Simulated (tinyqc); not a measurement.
Quantum-well laser, gain and threshold: course of the iteration: threshold density by Newton steps.

One electron and one heavy-hole subband per well, parabolic, with equal sheet densities n of electrons and holes; k-conserving transitions, TE polarisation, no line broadening, so the gain starts as a step at E0 and peaks there. All wells are pumped alike.

fe = 1 - exp(-n/Nc) and fh = 1 - exp(-n/Nv) are the fillings of the two band edges; f = g0 (fe + fh - 1) - gth; f' = g0 [(1 - fe)/Nc + (1 - fh)/Nv]; n(new) = n - f/f'.

Stop when n changes by less than 1000 cm^-2, or after 30 iterations. n must stay positive.

n at the start = 4.7e12 cm^-2
Nc = 1.19871e12 cm^-2
Nv = 4.08210e12 cm^-2
g0(E0) = 19347.2 1/cm
gth = 939.349 1/cm

Course of the iteration:
```
iteration,n (cm^-2),|change| (cm^-2)
1,-1.84713e12,6.55e12
```

Did this iteration meet its convergence test, and what does its course show?

No. Stopped after 1 iteration(s) without a result. The last step lands on n = -1.85e12 cm^-2, below zero: at the start the slope of the gain is much smaller than near threshold, so the tangent reaches far too low. A rerun with the start n = 2e12 cm^-2 converges in 5 iterations.

tinyqc, about 0.01 s, one thread, Intel Xeon 2.30GHz (shared host): `OMP_NUM_THREADS=1 python tinyqc.py 2840015 2840016 out.jsonl`
